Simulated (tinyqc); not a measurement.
# Field length and prefactor from two substrate currents

Question. For Em = (Vd - Vdsat)/l, Isub/Id = (Ai/Bi)(Vd - Vdsat) exp(-Bi l/(Vd - Vdsat)), and l = sqrt(3 tox xj). Find l, Ai and xj.

Inputs (values chosen for the exercise):
```
symbol,value,unit,meaning
tox,4.6,nm,oxide thickness
Bi,1.67,MV/cm,ionisation field
```

Isub/Id at Vd - Vdsat = 1.4 and 2 V: [0.0334804431, 0.154734896]

Solution. ln[Isub/(Id (Vd - Vdsat))] is linear in 1/(Vd - Vdsat) with slope -Bi l.

l = 32.8 nm
Ai = 2.00e6 1/cm
xj = 78.0 nm

tinyqc, about 0.01 s, one thread, Intel Xeon 2.30GHz (shared host): `OMP_NUM_THREADS=1 python tinyqc.py 2550010 2550011 out.jsonl`
